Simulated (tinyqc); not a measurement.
Strain-driven crossing of the Gamma and L valleys in a germanium-like crystal alloyed with tin: one step. Electrons in the Gamma valley. Three cases, with inputs chosen for the exercise.

Task: Non-degenerate, parabolic: share = mG^(3/2)/(mG^(3/2) + (mL^(3/2)/4) sum_i exp(-(E_Li - E_Gamma)/kT)). Also the offset at which four equal L valleys hold half of the electrons, kT ln((mL/mG)^(3/2)), and the wavelength hc/E of the direct gap.

Constants: kB = 8.617333262e-05 eV/K; hc = 1239.841984 eV nm.

Give: (mL/mG)^(3/2); share in Gamma; offset for an even split; wavelength.

Case 1.

Values chosen (out of a larger set: near those of Ge, gaps at low temperature; not measured data): mG = 0.0419 m0 (mass at Gamma); mL = 0.559 m0 (density-of-states mass of the four L valleys together); T = 300 K (temperature).

Gamma edge = 0.486990 eV

L edges (eV): [111] 0.354035, [1-1-1] 0.715821, [-11-1] 0.715821, [-1-11] 0.715821

direct and indirect gap (eV): 0.340086  0.207132

Result:

(mL/mG)^(3/2) = 48.73
share in Gamma = 0.0479 %
offset for an even split = 100.5 meV
wavelength = 3646 nm

With the L valleys as they lie here, Gamma must be 65 meV below the lowest of them to hold half of the electrons at 300 K; it lies 133 meV above. A direct gap alone is not enough.

Case 2.

Values chosen (out of a larger set: near those of Ge, gaps at low temperature; not measured data): mG = 0.0406 m0 (mass at Gamma); mL = 0.577 m0 (density-of-states mass of the four L valleys together); T = 200 K (temperature).

Gamma edge = 0.540247 eV

L edges (eV): [111] 0.631771, [1-1-1] 0.631771, [-11-1] 0.631771, [-1-11] 0.631771

direct and indirect gap (eV): 0.363129  0.454653

Result:

(mL/mG)^(3/2) = 53.58
share in Gamma = 79.1 %
offset for an even split = 68.6 meV
wavelength = 3414 nm

With the L valleys as they lie here, Gamma must be 69 meV below the lowest of them to hold half of the electrons at 200 K; it lies 92 meV below. A direct gap alone is not enough.

Case 3.

Values chosen (out of a larger set: near those of Ge, gaps at low temperature; not measured data): mG = 0.0412 m0 (mass at Gamma); mL = 0.536 m0 (density-of-states mass of the four L valleys together); T = 200 K (temperature).

Gamma edge = 0.471305 eV

L edges (eV): [111] 0.823872, [1-1-1] 0.547829, [-11-1] 0.547829, [-1-11] 0.547829

direct and indirect gap (eV): 0.401648  0.478172

Result:

(mL/mG)^(3/2) = 46.92
share in Gamma = 70.7 %
offset for an even split = 66.3 meV
wavelength = 3087 nm

With the L valleys as they lie here, Gamma must be 61 meV below the lowest of them to hold half of the electrons at 200 K; it lies 77 meV below. A direct gap alone is not enough.

Computed by tinyqc, one run a case: `OMP_NUM_THREADS=1 python tinyqc.py N N+1 out.jsonl` with N = 1050354, 1050435, 1051151; one thread of a shared Intel(R) Xeon(R) Processor @ 2.30GHz, about 0.01 s a run at most.
